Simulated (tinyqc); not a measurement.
MOS capacitor on a p-type substrate, surface potential from the exact charge relation: two steps of the calculation.

Uniform p-type substrate, Boltzmann statistics, full ionisation, classical densities. psi is the surface potential against the body (positive when the bands bend down) and u = psi/Vt. Traps are spread evenly over the gap and neutral at flat band, so their charge is -q Dit psi; the minority quasi-Fermi level is shifted by Vb.

Parameters, values chosen for the exercise; band and dielectric values close to those of silicon: temperature T = 250 K; band gap Eg = 1.11 eV; relative permittivity eps_r = 11.8; conduction-band density of states at T Nc = 2.15e19 cm^-3; valence-band density of states at T Nv = 2.02e19 cm^-3; acceptor density of the substrate N = 1.5e17 cm^-3; relative permittivity of the gate insulator (close to silicon dioxide) eox = 3.9; insulator thickness tox = 6.7 nm; fixed charge at the interface, in units of q Nf = 0 cm^-2; density of interface traps Dit = 0 cm^-2 eV^-1; reverse bias of the inversion layer against the body Vb = 0 V; gate voltage against the body Vg = -1.95 V.

Constants: q = 1.602176634e-19 C, kB = 1.380649e-23 J/K, Vt = kB T/q, eps0 = 8.8541878128e-14 F/cm where lengths are in cm. Results are converted to the units shown.

Task 1. Newton step for the surface potential. u = psi/Vt; F^2 = exp(-u) + u - 1 + r (exp(u) - u - 1); Qs = -sign(u) Q0 F; Cs = -dQs/dpsi = (Q0/Vt) |1 - exp(-u) + r (exp(u) - 1)|/(2 F). f = Vfb + psi + (q Dit psi - Qs)/Cox - Vg, f' = 1 + (Cs + q Dit)/Cox, psi(new) = psi - f/f'.

psi at the start = -1.0356227 V
Cox = 0.51539302 uF/cm^2
Vfb = -0.91437729 V
Q0 = 32.891800 nC/cm^2
r = 8.1094643e-19

Give: u; F; Qs; Cs; f; f'; psi after iteration 1.

Result 1.

u = -48.072
F = 2.7455e10
Qs = 9.0304e11 nC/cm^2
Cs = 2.0959e10 uF/cm^2
f = -1.7521e9 V
f' = 4.0665e10
psi after iteration 1 = -0.99254 V

This iterate lies far beyond the solution, so its charge is not a physical one.

Task 2. Charges, field and capacitances at the solution. ni = sqrt(Nc Nv) exp(-Eg/(2 Vt)), Eg in volts; phiF = Vt ln(N/ni); Cox = eps0 eox/tox; Vfb = phiM - chi - (Eg - Vt ln(Nv/N)) - q Nf/Cox; Q0 = sqrt(2 eps0 eps_r q N Vt); r = (ni/N)^2 exp(-Vb/Vt); VT = Vfb + [(2 phiF + Vb)(1 + q Dit/Cox) + sqrt(2 eps0 eps_r q N (2 phiF + Vb))/Cox].

Low frequency: 1/C_LF = 1/Cox + 1/(Cs + q Dit). High frequency, in the simple estimate in which traps and minority carriers do not follow: 1/C_HF = 1/Cox + 1/Cd, Cd being Cs with r = 0 at the same psi. Minority sheet density N_inv = (Q0/(2 q)) int_0^u r (exp(t) - 1)/F(t) dt for u > 0. Oxide field |Qs - q Dit psi + q Nf|/(eps0 eox).

converged psi = -0.11561948 V

Find: Qs; N_inv; oxide field; Cs; C_LF/Cox; C_HF/Cox.

Result 2.

Qs = 474.2 nC/cm^2
N_inv = 0 cm^-2
oxide field = 1.373 MV/cm
Cs = 11.29 uF/cm^2
C_LF/Cox = 0.9563
C_HF/Cox = 0.9563

The surface is in accumulation (borders at |psi| = 0, phiF + Vb and 2 phiF + Vb = 0.897 V).

Computed by the program tinyqc: `OMP_NUM_THREADS=1 python tinyqc.py 2060019 2060020 out.jsonl`, one thread of a shared Intel Xeon 2.30GHz, about 0.01 s for the whole run.
